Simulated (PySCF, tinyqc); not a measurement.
Worked calculation: RHF in the sto-3g basis, for H3+, spin multiplicity 1. The lowest restricted solution is unstable here: a spin-polarised one lies 0.0089 hartree lower (PySCF). One step of it, computed by the program tinyqc.

Problem. Orthogonalisation. S = U s U^T; canonical form X = U s^(-1/2), so that X^T S X = 1. Each column of U has its largest component positive (the first on a tie).

overlap S, order 1H 1s, 2H 1s, 3H 1s:
```
[[1.000000, 0.379047, 0.379047],
 [0.379047, 1.000000, 0.056194],
 [0.379047, 0.056194, 1.000000]]
```

Give: eigenvalues of S; X.

Solution.

eigenvalues of S: [0.4913, 0.9438, 1.5649]

X, order 1H 1s, 2H 1s, 3H 1s:
```
[[1.0349, 0.0000, 0.5503],
 [-0.6944, 0.7279, 0.4100],
 [-0.6944, -0.7279, 0.4100]]
```
